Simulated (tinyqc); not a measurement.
# Worked calculation: thermoelectric coefficients with energy filtering, Landauer integrals

tinyqc, about 0.01 s, one thread, Intel Xeon 2.30GHz (shared host): `OMP_NUM_THREADS=1 python tinyqc.py 2800015 2800016 out.jsonl` Printed values are rounded.

Bulk parabolic band, x = (E - Ec)/kB T, C = hbar^2/(2 m0), kB T in eV. Modes per area gv m kB T x/(4 pi C) times the back-scattering length l0 x^rr give the transport function s0 X(x), s0 = (2 q^2/h) gv m kB T l0/(4 pi C), X = x^(1 + rr), multiplied by tb for x < xb. I_k = int X (x - eta)^k w dx, w = 1/(4 cosh^2((x - eta)/2)).

Inputs (values chosen for the exercise):

| symbol | value | unit | meaning |
|---|---|---|---|
| T | 300 | K | temperature |
| m | 0.89 | m0 | mass of one valley |
| gv | 1 |  | valleys |
| l0 | 0.34 | nm | back-scattering length at x = 1 |
| rr | 2 |  | energy exponent of that length |
| kL | 2.8 | W/(m K) | lattice thermal conductivity |
| eta | 2.1 |  | reduced Fermi level (EF - Ec)/kB T |
| xb | 1.4 |  | barrier height over kB T, above Ec |
| tb | 0.1 |  | share of the transport function left below the barrier |
| xa | 0 |  | lower end of the grid |
| xe | 14 |  | upper end of the grid |
| nE | 13 |  | points of the grid |

Constants: q = 1.602176634e-19 C, kB = 1.380649e-23 J/K, hbar = 1.054571817e-34 J s, h = 6.62607015e-34 J s, m0 = 9.1093837015e-31 kg, Vt = kB T/q, hbar^2/(2 m0) = 0.0380998212 eV nm^2. Results are converted to the units shown.

Range of the model: Parabolic bands, elastic scattering and a fixed kL make these model figures, not those of a material.

## The three integrals on a coarse grid

Simpson's rule on nE equally spaced points from xa to xe.

```
point        x         X           w        X w
0       0.0000         0   0.0971947          0
1       1.1667  0.158796    0.202584  0.0321697
2       2.3333   12.7037    0.246628    3.13309
3       3.5000   42.8750    0.158685    6.80361
4       4.6667   101.630   0.0662290    6.73082
5       5.8333   198.495   0.0228091    4.52750
6       7.0000       343  0.00733691    2.51656
7       8.1667   544.671  0.00230817    1.25720
8       9.3333   813.037  7.21068e-4   0.586255
9      10.5000   1157.62  2.24766e-4   0.260195
10     11.6667   1587.96  7.00146e-5   0.111181
11     12.8333   2113.58  2.18049e-5  0.0460863
12     14.0000      2744  6.79031e-6  0.0186326
```

I_0, I_1, I_2 on this grid: 30.2872  84.9046  342.155

Converged values are 30.540, 84.709 and 346.77; the grid is 0.83 % below the first and 1.3 % below the last.

## Coefficients of the electrons

converged I_0, I_1, I_2: 30.5402  84.7087  346.769

sigma = s0 I_0, S = -(kB/q) I_1/I_0, Lorenz number L = (kB/q)^2 [I_2/I_0 - (I_1/I_0)^2], kappa_e = L sigma T.

s0 = 12.6597 S/cm
sigma = 386.631 S/cm
S = -239.017 uV/K
L = 2.71877 x 1e-8 V^2/K^2
kappa_e = 0.315348 W/(m K)

L is 11 % above the Sommerfeld value (pi^2/3)(kB/q)^2 = 2.443e-8 V^2/K^2.

## Power factor and figure of merit

Power factor S^2 sigma, ZT = S^2 sigma T/(kappa_e + kL).

power factor = 2.20879 mW/(m K^2)
ZT = 0.212701
electronic share of kappa = 10.1224 %
